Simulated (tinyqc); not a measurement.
# Short-channel transistor, virtual-source model with series resistance: several studies

The current per gate width is the charge at the top of the source barrier (the virtual source) times its velocity times a saturation function; al and be are fitting constants of the model. Units: I in uA/um, Rs in ohm um, so I Rs = 1e-6 I Rs in volts; Q in uC/cm^2, so I = 1e-4 Q vx0 Fsat with vx0 in cm/s.

Values chosen for this exercise: temperature T = 300 K; inversion capacitance Cinv = 3.68 uF/cm^2; velocity at the virtual source vx0 = 3.55e7 cm/s; apparent mobility mu = 1200 cm^2/(V s); channel length L = 20 nm; threshold at zero drain voltage VT0 = 0.352 V; drain-induced barrier lowering dl = 0.11 V/V; subthreshold factor n0 = 1.24; growth of n with drain voltage nd = 0 1/V; threshold shift (in units of Vt) from weak to strong inversion al = 3.5; sharpness of saturation be = 1.6; series resistance of each contact Rs = 30 ohm um.

Constants: q = 1.602176634e-19 C, kB = 1.380649e-23 J/K, Vt = kB T/q. Results are converted to the units shown.

Each table varies one quantity; the others keep the values above.

## Effect of the velocity at the virtual source on the on and off currents

Intrinsic voltages Vg' = Vgs - I Rs, Vd' = Vds - 2 I Rs. n = n0 + nd Vd', VT = VT0 - dl Vd', Ff = 1/(1 + exp((Vg' - VT + al Vt/2)/(al Vt))), Q = Cinv n Vt ln(1 + exp((Vg' - VT + al Vt Ff)/(n Vt))), Vdsat = (vx0 L/mu)(1 - Ff) + Vt Ff, Fsat = u/(1 + u^be)^(1/be) with u = Vd'/Vdsat, and I = Q vx0 Fsat per width. I is solved self-consistently. Ion is I at Vgs = Vds = 1 V, Ioff at Vgs = 0, Vds = 1 V, and Rlin = Vds/I at Vgs = 1 V, Vds = 0.05 V.

Result of one run:
```
vx0 (cm/s)	Ion (uA/um)	Ioff (nA/um)	log10(Ion/Ioff)	Rlin (ohm um)
5e6	1306	389.6	3.525	70.59
```

What becomes of these results when the velocity at the virtual source vx0 is changed from 5e6 to 4e7 cm/s, all else the same?

Result of the changed run:
```
vx0 (cm/s)	Ion (uA/um)	Ioff (nA/um)	log10(Ion/Ioff)	Rlin (ohm um)
4e7	7160	3106	3.363	67.31
```

The whole series:
```
vx0 (cm/s)	Ion (uA/um)	Ioff (nA/um)	log10(Ion/Ioff)	Rlin (ohm um)
5e6	1306	389.6	3.525	70.59
7.1e6	1807	553.1	3.514	68.82
1e7	2456	778.8	3.499	68.06
1.4e7	3280	1090	3.479	67.69
2e7	4380	1556	3.449	67.48
2.8e7	5636	2177	3.413	67.37
4e7	7160	3106	3.363	67.31
```

As vx0 goes from 5e6 to 4e7 cm/s, Ion rises from 1310 to 7160 uA/um, Ioff rises from 390 to 3110 nA/um and Rlin falls from 70.6 to 67.3 ohm um. Ion changes by a factor of 5.48 and Ioff by 7.97. For vx0 = 1.4e7 to 4e7 cm/s the off current passes 1 uA/um, so the device is hardly off at Vgs = 0.

## Output curve

Same model as above.

gds = dI/dVds, gm = dI/dVgs.

In this table Vgs = 1 V.

Output curve:
```
Vds (V)	I (uA/um)	Fsat	gds (uS/um)	gain gm/gds
0.11	1619.2	0.20625	14430	0.023104
0.22	3150.8	0.43300	13256	0.074351
0.33	4481.6	0.65915	10604	0.23385
0.44	5414.0	0.83138	6241.7	0.81820
0.56	5936.0	0.92245	2936.8	2.4763
0.67	6187.5	0.95592	1822.6	4.4295
0.78	6361.4	0.97158	1402.2	5.9924
0.89	6504.3	0.98000	1218.8	7.0221
1	6632.8	0.98505	1127.2	7.6672
```

What does the comparison show, and why?

The current rises from 1620 to 6630 uA/um as Fsat rises from 0.206 to 0.985; gds falls from 14400 to 1130 uS/um. The gain ends at 7.67, against 1/dl = 9.09 for a current that depends on Vds through barrier lowering alone; it falls short because Fsat is still growing.

## Effect of the drain-induced barrier lowering on the on and off currents

Same model as above.

Effect of the drain-induced barrier lowering on the on and off currents:
```
dl (V/V)	Ion (uA/um)	Ioff (nA/um)	log10(Ion/Ioff)	Rlin (ohm um)
0	6025	109.2	4.742	67.33
0.04	6255	361.9	4.238	67.33
0.08	6474	1170	3.743	67.33
0.12	6685	3649	3.263	67.33
0.16	6886	1.078e4	2.805	67.32
0.2	7080	2.951e4	2.380	67.32
0.24	7266	7.248e4	2.001	67.32
0.28	7444	1.550e5	1.681	67.32
```

As dl goes from 0 to 0.28 V/V, Ion rises from 6030 to 7440 uA/um, Ioff rises from 109 to 1.55e5 nA/um and Rlin stays near 67.3 ohm um. Ion changes by a factor of 1.24 and Ioff by 1420. The off current depends on it through an exponential, the on current about linearly. For dl = 0.08 to 0.28 V/V the off current passes 1 uA/um, so the device is hardly off at Vgs = 0.

tinyqc, about 0.01 s, one thread, Intel Xeon 2.30GHz (shared host): `OMP_NUM_THREADS=1 python tinyqc.py 2380131 2380132 out.jsonl`
